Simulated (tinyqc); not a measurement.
Thermionic-field emission through a Schottky barrier, WKB: effect of temperature.

Metal on an n-type semiconductor with one parabolic valley; V > 0 is forward bias (metal positive). Energies E are counted from the conduction edge of the neutral semiconductor, whose Fermi level lies at -xi; that of the metal lies at -xi - V. The barrier is a parabola of height Vd = phi - xi - V (depletion approximation, no image force).

Nc = 2 (2 pi me m0 kB T/h^2)^1.5 (times 1e-6 for cm^-3); Nd = Nc F12(-xi/Vt), F12(x) = (2/sqrt(pi)) int_0^infinity sqrt(u)/(1 + exp(u - x)) du; E00 = (hbar/2) sqrt(Nd/(me m0 eps0 eps_r)) in SI units (volts). For E < Vd, ln T(E) = -(Vd/E00) [sqrt(1 - y) - y ln((1 + sqrt(1 - y))/sqrt(y))], y = E/Vd; T(E) = 1 above. J = A* T (q/kB) int_0^infinity T(E) N(E) dE, N = ln[(1 + exp((-xi - E)/Vt))/(1 + exp((-xi - V - E)/Vt))], A* = 4 pi q me m0 kB^2/h^3 (times 1e-4 for A/(cm^2 K^2)). The integral is converged to the digits shown; the share over the barrier is that of E > Vd, and 0 means below 1e-6 %. phi is held fixed. By a common rule of thumb, E00/Vt below 0.5 marks thermionic emission, 0.5 to 5 thermionic-field emission and above 5 field emission.

Inputs (values chosen for the exercise); band and dielectric values those of a made-up semiconductor:
- me = 0.0527 m0 (electron mass)
- eps_r = 14.7 (relative permittivity)
- phi = 0.71 eV (barrier height seen from the metal)
- Nd = 9.8e17 cm^-3 (donor density)
- V = 0.31 V (bias)

Constants: q = 1.602176634e-19 C, kB = 1.380649e-23 J/K, eps0 = 8.8541878128e-12 F/m, hbar = 1.054571817e-34 J s, h = 6.62607015e-34 J s, m0 = 9.1093837015e-31 kg, Vt = kB T/q. Results are converted to the units shown.

Result of one run:

| T (K) | E00/Vt | J (A/cm^2) | share over the barrier (%) | mean E/Vd |
|---|---|---|---|---|
| 250 | 0.9693 | 4.015 | 0.0851 | 0.4661 |

What becomes of these results when the temperature T is changed from 250 to 200 K, all else the same?

Result of the changed run:

| T (K) | E00/Vt | J (A/cm^2) | share over the barrier (%) | mean E/Vd |
|---|---|---|---|---|
| 200 | 1.212 | 0.7978 | 2.64e-3 | 0.3462 |

The whole series:

| T (K) | E00/Vt | J (A/cm^2) | share over the barrier (%) | mean E/Vd |
|---|---|---|---|---|
| 60 | 4.039 | 0.03139 | 0 | 0.1161 |
| 100 | 2.423 | 0.05580 | 0 | 0.1488 |
| 150 | 1.616 | 0.1761 | 2.94e-6 | 0.2290 |
| 200 | 1.212 | 0.7978 | 2.64e-3 | 0.3462 |
| 250 | 0.9693 | 4.015 | 0.0851 | 0.4661 |
| 300 | 0.8078 | 18.31 | 0.594 | 0.5659 |
| 400 | 0.6058 | 221.3 | 4.18 | 0.7014 |
| 500 | 0.4847 | 1394 | 10.5 | 0.7843 |

J rises from 0.0314 to 1390 A/cm^2, and the mean E/Vd rises from 0.116 to 0.784, as E00/Vt falls from 4.04 (thermionic-field emission) to 0.485 (thermionic emission). Between the first two rows J changes by a factor of 1.78, between the last two by 6.30.

Range of the model: The depletion approximation, a parabolic band and the neglect of image-force lowering make these currents estimates at high doping.

Numbers from tinyqc (`OMP_NUM_THREADS=1 python tinyqc.py 2640071 2640072 out.jsonl`; about 0.01 s on one thread of a shared Intel Xeon 2.30GHz).
